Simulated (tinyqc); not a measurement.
# Ellipsometry and reflectance of a transparent film on an absorbing substrate: two studies

Air (index 1), film, substrate with N2 = n2 - i k2; time factor exp(+i w t). q_j = sqrt(N_j^2 - sin^2 th), root with positive real part. Fresnel coefficients r_s = (q_a - q_b)/(q_a + q_b), r_p = (N_b^2 q_a - N_a^2 q_b)/(N_b^2 q_a + N_a^2 q_b). tan(Psi) exp(i Delta) = R_p/R_s, Delta taken from 0 to 360 degrees.

Parameters, values chosen for the exercise; indices close to those of silicon dioxide on silicon:
- lam = 546.1 nm (wavelength)
- th = 70 degrees (angle of incidence)
- n1 = 1.47 (index of the transparent film)
- d = 110 nm (film thickness)
- n2 = 4.086 (index of the substrate)
- k2 = 0.031 (extinction coefficient of the substrate)

Each table varies one quantity; the others keep the values above.

## Psi and Delta against the film thickness

beta = 2 pi d q1/lam, X = exp(-2 i beta), R = (r01 + r12 X)/(1 + r01 r12 X) for p and s. The last column is the derivative of Delta.

Psi and Delta against the film thickness:
```
d (nm)  Psi (degrees)  Delta (degrees)  |R_p|^2  |R_s|^2  dDelta/dd (degrees/nm)
0               12.01            179.0  0.03205   0.7083                  -3.090
2               12.07            172.8  0.03237   0.7081                  -3.063
4               12.22            166.7  0.03317   0.7077                  -2.997
6               12.45            160.8  0.03444   0.7070                  -2.897
8               12.76            155.2  0.03619   0.7060                  -2.772
10              13.14            149.8  0.03839   0.7047                  -2.629
12              13.58            144.7  0.04105   0.7031                  -2.478
14              14.08            139.9  0.04413   0.7012                  -2.323
16              14.63            135.4  0.04763   0.6990                  -2.172
```

What does the table show?

Delta falls from 178.97 to 135.37 degrees while Psi moves from 12.01 to 14.63: Delta changes 16.6 times as much as Psi. With the slope of the first row an error of 0.01 degree in Delta means 0.0032 nm.

## Effect of the angle of incidence

Same model as above.

dDelta/dd is the derivative of Delta; period lam/(2 q1).

Effect of the angle of incidence:
```
th (degrees)  Psi (degrees)  Delta (degrees)  |R_p|^2  |R_s|^2  dDelta/dd (degrees/nm)  period (nm)
50                    56.82            183.6   0.1380  0.05900                   2.697        217.6
55                    61.67            173.7   0.1581  0.04597                   3.661        223.7
60                    66.48            155.8   0.1872  0.03545                   4.445        229.9
65                    69.48            127.3   0.2289  0.03205                   3.784        235.9
70                    68.57            92.73   0.2894  0.04458                   1.241        241.5
75                    63.99            62.52   0.3789  0.09022                 -0.4295        246.4
80                    57.80            38.73   0.5123   0.2032                 -0.7049        250.2
85                    51.35            18.63   0.7107   0.4546                 -0.4267        252.6
```

Psi goes from 56.8 through a maximum of 69.5 (at th = 65 among the rows listed) to 51.3 degrees and |R_p|^2 rises from 0.138 to 0.711. The slope of Delta is largest in size, 4.44 degrees/nm, at th = 60 among the rows. The bare substrate has its smallest |R_p| near arctan(n2) = 76.2 degrees.

tinyqc, about 0.01 s, one thread, Intel Xeon 2.30GHz (shared host): `OMP_NUM_THREADS=1 python tinyqc.py 2870145 2870146 out.jsonl`
